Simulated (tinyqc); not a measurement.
Worked calculation: FCI on RHF in the sto-3g basis, for H3-, spin multiplicity 1. The basis has no diffuse functions, so it cannot describe the extra electron: this is an exercise in the method, not the real anion. One step of it, computed by the program tinyqc.

Problem. Iteration 5 (converged): orbitals. Diagonalise F' = X^T F X, C = X C', fill 2 alpha and 2 beta electrons from the bottom; D = 2 C_occ C_occ^T. Each column has its largest component positive (the first on a tie).

converged F (hartree):
```
,1H 1s,2H 1s,3H 1s
1H 1s,0.152636,-0.202024,-0.202024
2H 1s,-0.202024,0.142557,-0.010519
3H 1s,-0.202024,-0.010519,0.142557
```

X:
```
,1H 1s,2H 1s,3H 1s
1H 1s,1.088561,-0.179967,-0.179967
2H 1s,-0.179967,1.043471,0.025397
3H 1s,-0.179967,0.025397,1.043471
```

Give: F' = X^T F X; orbital energies; coefficients C; D after iteration 5.

Solution.

F' = X^T F X (hartree):
```
,1,2,3
1,0.3477,-0.3034,-0.3034
2,-0.3034,0.2374,0.0788
3,-0.3034,0.0788,0.2374
```

orbital energies (hartree): MO1 -0.0975, MO2 0.1587, MO3 0.7614

coefficients C:
```
,MO1,MO2,MO3
1H 1s,0.5722,0.0000,0.9604
2H 1s,0.4193,0.7199,-0.6541
3H 1s,0.4193,-0.7199,-0.6541
```

D after iteration 5:
```
,1H 1s,2H 1s,3H 1s
1H 1s,0.6549,0.4798,0.4798
2H 1s,0.4798,1.3880,-0.6849
3H 1s,0.4798,-0.6849,1.3880
```
